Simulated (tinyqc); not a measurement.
Ellipsoidal valleys in the axes of a wafer and a channel: one step. Tensors of the valley x. Four cases, with inputs chosen for the exercise.

Question. Form w and the reduced tensor u.

Valleys with axes a along x, y and z, two valleys each; inverse mass tensor w = 1/mt + (1/ml - 1/mt) a a. Device axes: z = nz/|nz|, x = nx/|nx|, y = z cross x; in them a = (ax, ay, az). Confinement mass mz = 1/w_zz. In the plane w_ij is replaced by u_ij = w_ij - w_iz w_jz/w_zz (i, j = x, y); density-of-states mass md = 1/sqrt(det u); conductivity mass along x mc = 1/u_xx; ballistic transport mass mx = u_yy/det u, width mass my = 1/u_yy.

Case 1.

Values chosen (out of a larger set: near those of the Delta valleys of Si; not measured data): ml = 0.937 m0 (longitudinal mass); mt = 0.187 m0 (transverse mass).

valley axes:
```
          ax         ay        az
x   0.707107   0.639602  0.301511
y  -0.707107   0.639602  0.301511
z   0.000000  -0.426401  0.904534
```

Case 2.

Values chosen (out of a larger set: near those of the Delta valleys of Si; not measured data): ml = 0.902 m0 (longitudinal mass); mt = 0.196 m0 (transverse mass).

valley axes:
```
         ax         ay        az
x  0.000000   0.000000  1.000000
y  0.707107  -0.707107  0.000000
z  0.707107   0.707107  0.000000
```

Case 3.

Values chosen (out of a larger set: near those of the Delta valleys of Si; not measured data): ml = 0.895 m0 (longitudinal mass); mt = 0.191 m0 (transverse mass).

valley axes:
```
         ax        ay        az
x  1.000000  0.000000  0.000000
y  0.000000  1.000000  0.000000
z  0.000000  0.000000  1.000000
```

Case 4.

Values chosen (out of a larger set: near those of the Delta valleys of Si; not measured data): ml = 0.939 m0 (longitudinal mass); mt = 0.197 m0 (transverse mass).

valley axes:
```
          ax         ay        az
x   0.408248  -0.707107  0.577350
y   0.408248   0.707107  0.577350
z  -0.816497   0.000000  0.577350
```

Give: w; u.

Answer.

Case 1.

w (1/m0):
```
         x        y        z
x   3.2074  -1.9359  -0.9126
y  -1.9359   3.5965  -0.8255
z  -0.9126  -0.8255   4.9585
```

u (1/m0):
```
         x        y
x   3.0395  -2.0878
y  -2.0878   3.4591
```

The axis is tilted against the normal, so w_xz or w_yz is not zero and the reduction changes the masses in the plane.

Case 2.

w (1/m0):
```
        x       y       z
x  5.1020  0.0000  0.0000
y  0.0000  5.1020  0.0000
z  0.0000  0.0000  1.1086
```

u (1/m0):
```
        x       y
x  5.1020  0.0000
y  0.0000  5.1020
```

w_xz = w_yz = 0: the normal is a principal axis and u is the upper block of w.

Case 3.

w (1/m0):
```
        x       y       z
x  1.1173  0.0000  0.0000
y  0.0000  5.2356  0.0000
z  0.0000  0.0000  5.2356
```

u (1/m0):
```
        x       y
x  1.1173  0.0000
y  0.0000  5.2356
```

w_xz = w_yz = 0: the normal is a principal axis and u is the upper block of w.

Case 4.

w (1/m0):
```
         x       y        z
x   4.4076  1.1579  -0.9454
y   1.1579  3.0706   1.6376
z  -0.9454  1.6376   3.7391
```

u (1/m0):
```
        x       y
x  4.1686  1.5720
y  1.5720  2.3534
```

The axis is tilted against the normal, so w_xz or w_yz is not zero and the reduction changes the masses in the plane.

Computed by tinyqc, one run a case: `OMP_NUM_THREADS=1 python tinyqc.py N N+1 out.jsonl` with N = 1851002, 1880194, 1881176, 1881183; one thread of a shared Intel(R) Xeon(R) Processor @ 2.30GHz, about 0.01 s a run at most.
